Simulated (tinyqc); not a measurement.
Epitaxial growth on a vicinal surface: Burton-Cabrera-Frank step flow, step-edge barrier and island nucleation: one step, computed by the program tinyqc.

Adatoms land at rate F, hop on a square grid (a simplification for hexagonal faces), desorb, or join steps. Lengths are in units of a and n is the adatom coverage. Steps ascend at x = 0 and descend at x = l.

Problem. Terrace solution. D n'' - n/tau + F = 0 with n(0) = n_eq and -l_s n'(l) = n(l) - n_eq. With u = n - F tau, A = n_eq - F tau, y = l/x_s, s = l_s/x_s: u = A cosh(x/x_s) + B sinh(x/x_s), B = A (1 - cosh y - s sinh y)/(sinh y + s cosh y). Flux into the ascending step J+ = D B/x_s, over the descending one J- = -(D/x_s)(A sinh y + B cosh y); step velocity J+ + J-; growth rate (J+ + J-)/l. For small y: J+ + J- = (F - n_eq/tau) l, J-/J+ = l/(l + 2 l_s). The coverage peaks where n' = 0, tanh(x/x_s) = -B/A.

Inputs (values chosen for the exercise, close to those used for Si(111)): deposition rate F = 8.5 layers/s; temperature T = 810 C; critical nucleus size i = 1.

D = 5.846638e+07 a^2/s

lifetime tau = 4.057854 s

diffusion length x_s = 15402.86 a

equilibrium coverage n_eq = 6.148410e-06

terrace width l = 93.70009 a

Schwoebel length l_s = 1.028107 a

Give: J+; J-; growth rate; peak coverage; position of the peak.

Solution.

J+ = 402.5 atoms per step site and s

J- = 393.9 atoms per step site and s

growth rate = 8.500 layers/s

peak coverage = 1.692e-04

position of the peak = 47.36 a

Caution: twice the distance from the ascending step to the coverage peak exceeds the expected island spacing [0.25 (F/D)^(i/(i+2)) exp(E_i/((i+2) k_B T))]^(-1/2) by 40 % or more, so islands nucleate and the step-flow values are formal.
